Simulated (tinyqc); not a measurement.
## p-n heterojunction, non-linear Poisson equation by Newton steps, Boltzmann statistics: effect of the conduction-band offset Ec2 - Ec1

One dimension, material 1 (p-type) at x < 0 and material 2 (n-type) at x > 0. Band edges: Ec = -psi in material 1 and -psi + dEc in material 2, Ev = Ec - Eg. Flat quasi-Fermi levels: 0 for holes, +V for electrons. n = Nc F((EFn - Ec)/Vt), p = Nv F((Ev - EFp)/Vt), with F(eta) = exp(eta) (Boltzmann statistics); full ionisation, no interface charge, classical densities; the doping types are chosen for the exercise.

Exact first integral: on each side D^2/(2 eps0 er) = G, G = q [Vt (nI_j - nI_b) + Vt (pI_j - pI_b) - C (psi_j - psi_b)], with C = -N1 or +N2, b the neutral end of that side, and nI, pI the densities themselves. D is continuous, so er1 G1(psi_j) = er2 G2(psi_j) fixes psi_j. Ends from Nv1 F((-psi_L - Eg1)/Vt) = N1 and Nc2 F((V + psi_R - dEc)/Vt) = N2. D is counted positive when psi rises towards material 2. Depletion (Anderson) capacitance C^2 = q eps0 er1 er2 N1 N2/(2 (er1 N1 + er2 N2)(psi_R - psi_L)). -dD/dV is the change of the displacement at the interface with both quasi-Fermi levels flat; it is the terminal capacitance only while neither side holds an inversion layer. n_j and p_j are densities at the interface.

Parameters, values chosen for the exercise; band and dielectric values those of a made-up pair:
```
symbol    value   unit                                          meaning
T           300      K                                      temperature
Eg1        1.52     eV                           band gap of material 1
er1        12.4                     relative permittivity of material 1
Nc1     5.29e17  cm^-3  conduction-band density of states of material 1
Nv1     1.07e19  cm^-3     valence-band density of states of material 1
Eg2       0.801     eV                           band gap of material 2
er2        15.4                     relative permittivity of material 2
Nc2     2.16e17  cm^-3  conduction-band density of states of material 2
Nv2     7.03e18  cm^-3     valence-band density of states of material 2
N1       3.7e16  cm^-3                   acceptor density of material 1
N2       2.9e16  cm^-3                      donor density of material 2
V             0      V                    bias of side 1 against side 2
```

Constants: q = 1.602176634e-19 C, kB = 1.380649e-23 J/K, Vt = kB T/q, eps0 = 8.8541878128e-14 F/cm where lengths are in cm. Results are converted to the units shown.

Results:
columns A: dEc (eV); B: psi_R - psi_L (V); C: psi_j - psi_L (V); D: psi_R - psi_j (V); E: D/q (cm^-2); F: n_j in 1 (cm^-3); G: p_j in 2 (cm^-3); H: -dD/dV (nF/cm^2); I: depletion C (nF/cm^2)
```
A           B       C       D         E        F         G      H      I
-0.74  0.5816  0.2872  0.2944  3.641e11   0.2985  1.614e11  55.04  52.54
-0.67  0.6516  0.3218  0.3298  3.874e11    1.135  6.364e11  51.73  49.63
-0.59  0.7316  0.3612  0.3704  4.124e11    5.222  3.053e12  48.59  46.84
-0.52  0.8016  0.3957  0.4058  4.331e11    19.86  1.204e13  46.26  44.75
-0.44  0.8816  0.4352  0.4464  4.556e11    91.46  5.771e13  43.94  42.67
-0.36  0.9616  0.4748  0.4868  4.771e11    422.4  2.759e14  41.80  40.86
-0.29   1.032  0.5097  0.5219  4.953e11     1628  1.073e15  39.73  39.45
-0.14   1.182  0.5901  0.5915  5.349e11  3.660e4  1.581e16  29.52  36.86
```

Estimate the missing row, dEc = -0.21 eV.

Computed row:
columns A: dEc (eV); B: psi_R - psi_L (V); C: psi_j - psi_L (V); D: psi_R - psi_j (V); E: D/q (cm^-2); F: n_j in 1 (cm^-3); G: p_j in 2 (cm^-3); H: -dD/dV (nF/cm^2); I: depletion C (nF/cm^2)
```
A          B       C       D         E     F         G      H      I
-0.21  1.112  0.5508  0.5608  5.159e11  7987  4.830e15  35.89  38.00
```

With this row back in the table: As dEc goes from -0.74 to -0.14, the total bending rises from 0.582 to 1.18 V and the sheet charge D/q rises from 3.64e11 to 5.35e11 cm^-2; the share of the bending in material 1 goes from 49.39 through a minimum of 49.37 (at dEc = -0.44 among the rows listed) to 49.94 %. The alignment is staggered for dEc = -0.74 eV. The capacitance departs most from the depletion formula at dEc = -0.14, where it is 20 % below it.

Program tinyqc, `OMP_NUM_THREADS=1 python tinyqc.py 2040164 2040165 out.jsonl`; Intel Xeon 2.30GHz, shared host, one thread, about 0.03 s.
